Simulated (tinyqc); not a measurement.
From results back to parameters: two-dimensional electron gas with Rashba and Dresselhaus coupling. Three cases, with inputs chosen for the exercise.

Problem. For pure Rashba coupling above the band crossing, k_outer - k_inner = al m/c with c = hbar^2/2m0, and each branch holds k^2/(4 pi) electrons per area. Beating of Shubnikov-de Haas oscillations gives the two densities; those below come from a hidden al (1e11/cm^2 = 1e-5/angstrom^2).

Constants: hbar^2/2m0 = 3.80998211 eV angstrom^2.

Find: k_outer, k_inner; al.

Method. k = sqrt(4 pi n) for each branch, and al = c (k_outer - k_inner)/m.

Case 1.

Values chosen (out of a larger set: of the size met in InAs; not measured data): m = 0.0259 m0 (mass).

densities (1e11/cm^2): outer 3.588442, inner 2.911558

Solution.

k_outer, k_inner (1/angstrom): 0.02124  0.01913

al = 0.310 eV angstrom

Case 2.

Values chosen (out of a larger set: of the size met in InAs; not measured data): m = 0.0252 m0 (mass).

densities (1e11/cm^2): outer 4.931217, inner 3.868783

Solution.

k_outer, k_inner (1/angstrom): 0.02489  0.02205

al = 0.430 eV angstrom

Case 3.

Values chosen (out of a larger set: of the size met in InAs; not measured data): m = 0.0242 m0 (mass).

densities (1e11/cm^2): outer 3.721152, inner 2.878848

Solution.

k_outer, k_inner (1/angstrom): 0.02162  0.01902

al = 0.410 eV angstrom

Computed by tinyqc, one run a case: `OMP_NUM_THREADS=1 python tinyqc.py N N+1 out.jsonl` with N = 1452346, 1452364, 1452368; one thread of a shared Intel(R) Xeon(R) Processor @ 2.30GHz, about 0.01 s a run at most.
